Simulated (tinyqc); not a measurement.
Inside a calculation. Method: Hubbard chain of 5 sites. Computed by tinyqc, a small Python program that keeps every step. Settings: hopping = 1.96, U = 4.0, mixing = 0.2, iteration cap = 59. Command: `OMP_NUM_THREADS=1 python tinyqc.py 23422 23423 out.jsonl` (the two numbers bound the seeds that draw the settings). One thread of a shared host (Intel(R) Xeon(R) Processor @ 2.60GHz), about 0.2 s of CPU time with the checks.

one-body matrix (hopping and site energies) (eV), order 1, 2, 3, 4, 5:
$$\begin{pmatrix}
-0.6700 & -1.9600 & 0.0000 & 0.0000 & 0.0000 \\
-1.9600 & -0.3700 & -1.9600 & 0.0000 & 0.0000 \\
0.0000 & -1.9600 & 0.8700 & -1.9600 & 0.0000 \\
0.0000 & 0.0000 & -1.9600 & 0.5900 & -1.9600 \\
0.0000 & 0.0000 & 0.0000 & -1.9600 & -0.9800
\end{pmatrix}$$

U = 4.0000 eV

electrons, up and down: [4, 1]

n(up) at the start (a guess, not normalised): 1 1.0000, 2 0.3500, 3 1.0000, 4 0.3500, 5 1.0000

n(down) at the start (a guess): 1 0.0000, 2 0.6500, 3 0.0000, 4 0.6500, 5 0.0000

Each step fills the lowest levels of T + U n(other spin) and sets n(new) = n + mixing (n(out) - n); stop when output and input agree to 1e-8.

Course of the cycle:
```
iteration     E (eV)  largest |n(out) - n(in)|  mean |n_up - n_down|
1          -3.985550                  4.95e-01                0.6000
2          -4.224765                  3.52e-01                0.6000
3          -4.330922                  2.62e-01                0.6000
4          -4.392476                  2.05e-01                0.6000
5          -4.435580                  1.71e-01                0.6000
6          -4.468092                  1.53e-01                0.6000
7          -4.493278                  1.37e-01                0.6000
8          -4.513016                  1.22e-01                0.6000
9          -4.528588                  1.09e-01                0.6000
10         -4.540935                  9.79e-02                0.6000
11         -4.550765                  8.78e-02                0.6000
...              ...                       ...                   ...
49         -4.591632                  1.84e-03                0.6000
50         -4.591636                  1.67e-03                0.6000
51         -4.591639                  1.52e-03                0.6000
52         -4.591642                  1.37e-03                0.6000
53         -4.591644                  1.25e-03                0.6000
54         -4.591645                  1.13e-03                0.6000
55         -4.591647                  1.02e-03                0.6000
56         -4.591648                  9.29e-04                0.6000
57         -4.591649                  8.42e-04                0.6000
58         -4.591650                  7.64e-04                0.6000
59         -4.591651                  6.93e-04                0.6000
```

Can the last value be used, and what does the course show?

Not by the stop rule, although the second column moves by less than 1e-05 over the last three steps. Not converged within 59 iterations: the residual falls steadily but slowly, by a factor of about 0.91 a step. The lowest mean-field energy found from random starts is -4.59165 eV. Reruns (cap 100 unless said): mixing 0.5: converged in 81 (E = -4.59165); mixing 0.9: converged in 40 (E = -4.59165); the original settings with a cap of 400: converged in 213 (E = -4.59165).
